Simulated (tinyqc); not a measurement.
Hubbard chain of 3 sites, step by step. One step of it, computed by the program tinyqc.

Problem. The many-body Hamiltonian. Basis: all placements (u, d, 2, 0 on each site), up operators ordered before down ones; hops carry the sign of the same-spin electrons passed.

one-body matrix (hopping and site energies) (eV):
```
           1          2          3
1   0.700000  -1.210000   0.000000
2  -1.210000   0.180000  -1.210000
3   0.000000  -1.210000   0.410000
```

U = 11.800000 eV

electrons, up and down: 2  2

Give: H.

Solution.

H (eV):
```
         220      2ud      u2d      2du      202      ud2      d2u      du2
220  25.3600  -1.2100   0.0000  -1.2100   0.0000   0.0000   0.0000   0.0000
2ud  -1.2100  13.7900  -1.2100   0.0000  -1.2100   0.0000   0.0000   0.0000
u2d   0.0000  -1.2100  13.2700   0.0000   0.0000  -1.2100   0.0000   0.0000
2du  -1.2100   0.0000   0.0000  13.7900  -1.2100   0.0000  -1.2100   0.0000
202   0.0000  -1.2100   0.0000  -1.2100  25.8200  -1.2100   0.0000  -1.2100
ud2   0.0000   0.0000  -1.2100   0.0000  -1.2100  13.5000   0.0000   0.0000
d2u   0.0000   0.0000   0.0000  -1.2100   0.0000   0.0000  13.2700  -1.2100
du2   0.0000   0.0000   0.0000   0.0000  -1.2100   0.0000  -1.2100  13.5000
022   0.0000   0.0000   0.0000   0.0000   0.0000  -1.2100   0.0000  -1.2100

         022
220   0.0000
2ud   0.0000
u2d   0.0000
2du   0.0000
202   0.0000
ud2  -1.2100
d2u   0.0000
du2  -1.2100
022  24.7800
```
